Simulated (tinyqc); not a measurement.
Cap thickness from the capacitance plateau.

Inverse problem. With only the buried channel on, 1/C = 1/Cox + (tc + zc)/(eps0 eps_r), Cox = eps0 eox/tox. Find tc and the oxide-equivalent thickness 3.9 eps0/C.

Parameters, values chosen for the exercise; band and dielectric values close to those of silicon:
```
symbol  value  unit                                                                 meaning
eps_r    11.6                                                         relative permittivity
eox      7.69        relative permittivity of the gate insulator (close to silicon nitride)
tox        12    nm                                                     insulator thickness
zc        0.8    nm                    depth of the hole centroid below the top of the SiGe
```

Constants: eps0 = 8.8541878128e-14 F/cm where lengths are in cm. Results are converted to the units shown.

plateau of C/Cox with only the buried channel on = 0.81532721

Answer. The cap and the centroid act as a second capacitor in series with the insulator.

tc = 3.300 nm
equivalent thickness = 7.464 nm

Computed by the program tinyqc: `OMP_NUM_THREADS=1 python tinyqc.py 2042043 2042044 out.jsonl`, one thread of a shared Intel Xeon 2.30GHz, about 0.02 s for the whole run.
